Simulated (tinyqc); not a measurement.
Worked calculation: global model of a low-pressure process discharge: electron temperature, density, ion flux and ion energy. Computed by tinyqc, a small Python program that keeps every step. Command: `OMP_NUM_THREADS=1 python tinyqc.py 3110117 3110118 out.jsonl plasma walk`. One thread of a shared host (Intel(R) Xeon(R) Processor @ 2.30GHz), about 0.01 s of CPU time with the checks. Intermediate numbers are printed to about 5 digits and carried at full precision; extremes and crossings named in words are read from the listed rows.

Maxwellian electrons with temperature T_e in eV, one positive ion, no negative ions, uniform bulk density n; rate constants have the Arrhenius form.

Inputs (values chosen for the exercise, of the order of those of an inductive discharge in a simple atomic gas):
```
quantity                          value   unit
ion mass M                           28      u
ionisation prefactor K0         3.6e-14  m^3/s
ionisation energy E_iz             17.1     eV
excitation prefactor X0         5.7e-15  m^3/s
excitation energy E_ex             8.84     eV
elastic rate constant K_el      1.3e-13  m^3/s
ion-neutral cross section       7.1e-19    m^2
pressure p                          7.9     Pa
gas temperature T_g                 300      K
radius R                             25     cm
height L                             20     cm
absorbed power P                    250      W
bias power P_b                       27      W
radius of the biased electrode        5     cm
bias frequency                      0.4    MHz
mixing                              0.2      -
```

Constants: k_B = 1.380649e-23 J/K; e = 1.602176634e-19 C; u = 1.6605390666e-27 kg; m_0 = 9.1093837015e-31 kg; eps_0 = 8.8541878128e-12 F/m.

## Geometry factors

n_g = p/(k_B T_g); lambda_i = 1/(n_g sigma); h_L = 0.86/sqrt(3 + L/(2 lambda_i)), h_R = 0.8/sqrt(4 + R/lambda_i); A_eff = 2 pi R^2 h_L + 2 pi R L h_R; d_eff = pi R^2 L/A_eff.

gas density n_g = 1.9073e+21 1/m^3

ion mean free path = 0.073845 cm

h_L = 0.073097

h_R = 0.043224

A_eff = 422.84 cm^2

d_eff = 92.871 cm

Caution: at so short an ion path the formulas for h_L and h_R give way to the ambipolar-diffusion limit.

## A fixed-point cycle for T_e

Particle balance: K0 exp(-E_iz/T_e) n_g d_eff = u_B, u_B = sqrt(e T_e/M). Cycle: T_out = T sqrt(loss/creation) with loss/creation = u_B/(K0 exp(-E_iz/T) n_g d_eff); T -> T + mixing (T_out - T), kept between 0.3 and 60 eV, from 3 eV; stop at |T_out - T| < 1e-9 eV or after 60 steps.

Course:
```
step  T (eV)  T_out (eV)  residual (eV)
0     3.0000      0.3683    -2.6317e+00
1     2.4737      0.5306    -1.9430e+00
2     2.0851      0.8162    -1.2689e+00
3     1.8313      1.2250    -6.0630e-01
4     1.7100      1.5657    -1.4427e-01
5     1.6812      1.6701    -1.1026e-02
6     1.6790      1.6786    -3.8360e-04
7     1.6789      1.6789    -1.2114e-05
8     1.6789      1.6789    -3.8122e-07
9     1.6789      1.6789    -1.1995e-08
10    1.6789      1.6789    -3.7742e-10
```

last residual = 3.7742e-10 eV

Converged in 11 steps.

## Electron temperature

Root found by bracketing.

T_e = 1.6789 eV

Bohm velocity u_B = 2405.3 m/s

K_iz = 1.3579e-18 m^3/s

## Energy per pair and density

E_c = E_iz + (X0 exp(-E_ex/T_e) E_ex + K_el (3 m_0/M) T_e)/K_iz; wall potential V_s = (T_e/2) ln(M/(2 pi m_0)); E_T = E_c + 2 T_e + T_e/2 + V_s; n = P/(e u_B A_eff E_T); ion current density J = e h_L n u_B; ionised share n/n_g.

collisional loss per pair E_c = 218.29 eV

wall potential V_s = 7.5571 V

E_T = 230.05 eV

plasma density n = 6.6691e+10 1/cm^3

ion current density J = 0.18786 mA/cm^2

ionised share = 3.4966e-05

Collisions take 95 % of the power and the walls the rest. T_e came from the particle balance alone; the power sets only n.

## Biased electrode

All bias power goes to ions: V_b = P_b/(J pi r^2). Debye length at the sheath edge lambda_D = sqrt(eps_0 T_e/(e h_L n)); Child-law sheath s = (sqrt2/3) lambda_D (2 V/T_e)^(3/4), V = V_b + V_s; ion transit time tau_i = 3 s sqrt(M/(2 e V)); collisions in the sheath s/lambda_i.

bias voltage V_b = 1829.9 V

lambda_D = 137.96 micrometre

sheath width s = 20.812 mm

ion transit time = 554.83 ns

transit time over bias period = 0.22193

s/lambda_i = 28.184

Many ions collide in the sheath, which lowers their energy and widens their angles.

## Pressure series at fixed power

n_g = p/(k_B T_g), lambda_i = 1/(n_g sigma), K_iz = K0 exp(-E_iz/T_e), h_L = 0.86/sqrt(3 + L/(2 lambda_i)), h_R = 0.8/sqrt(4 + R/lambda_i), A_eff = 2 pi R^2 h_L + 2 pi R L h_R and d_eff = pi R^2 L/A_eff follow p. E_c = E_iz + (X0 exp(-E_ex/T_e) E_ex + K_el (3 m_0/M) T_e)/K_iz; E_T = E_c + (5/2) T_e + (T_e/2) ln(M/(2 pi m_0)); n = P/(e u_B A_eff E_T); J = e h_L n u_B. Pressures without a root below 2 E_iz are left out.

Against pressure:
```
p (Pa)  T_e (eV)  E_c (eV)  E_T (eV)  n (1/cm^3)  J (mA/cm^2)
0.1       4.8314     24.87     58.70  2.6827e+10      0.69465
0.2       3.7750     29.66     56.09  3.7796e+10      0.74083
0.5       2.9026     41.42     61.74  5.3589e+10      0.68652
1.0       2.4591     57.90     75.12  6.3732e+10      0.56958
2.0       2.1289     86.27    101.18  6.9573e+10      0.42522
5.0       1.8061    157.66    170.30  6.9470e+10      0.25354
10.0      1.6201    259.50    270.84  6.4751e+10      0.15962
20.0      1.4691    439.61    449.90  5.7679e+10      0.09615
```

T_e falls from 4.83 to 1.47 eV, n changes by a factor 2.2 and J by 0.14; in J = P h_L/(A_eff E_T), E_T changes by a factor 7.66 and is least at 0.2 Pa, between wall losses at high T_e and excitation losses at low T_e.

Checks made by the program: cycle against bracketing (relative difference below 1e-10).
